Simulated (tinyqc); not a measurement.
Resonant-tunnelling diode, transfer matrices and Tsu-Esaki current: one step of the calculation.

Emitter (band edge 0), barrier d1, well Lw, barrier d2, spacer ds, collector (edge -V). The bias drops linearly over these layers and none in the contacts; each layer is cut into ns equal slices, flat at the value of their centres. E is the energy of motion across the layers, C = hbar^2/(2 m0), psi and psi'/m are continuous. Transport is coherent, T(E) is taken as independent of the transverse momentum, and charge in the well is ignored.

Problem. Breit-Wigner parameters from a parabola through 1/T(E). Near a resonance 1/T(E) = (1/Tp) [1 + (2 (E - Er)/G)^2]. With y = 1/T(E) at E0 - h, E0, E0 + h: a = (y1 + y3 - 2 y2)/(2 h^2), b = (y3 - y1)/(2 h), Er = E0 - b/(2 a), 1/Tp = y2 - b^2/(4 a), G = 2 sqrt(1/(Tp a)), tau = hbar/G.

Constants: q = 1.602176634e-19 C, hbar = 1.054571817e-34 J s. Results are converted to the units shown.

three energies (eV): 0.129843  0.132043  0.134243
T(E) at these energies: 0.56470805  0.98425589  0.64880548

Wanted: Er; Tp; G; tau.

Solution.

Er = 0.1322 eV
Tp = 0.9893
G = 5.529 meV
tau = 119.0 fs

The true maximum of T(E) lies at 0.13222 eV with height 0.9882 and full width 5.549 meV; the fitted G is 0.34 % below that width.

Computed by the program tinyqc: `OMP_NUM_THREADS=1 python tinyqc.py 2600010 2600011 out.jsonl`, one thread of a shared Intel Xeon 2.30GHz, about 0.4 s for the whole run.
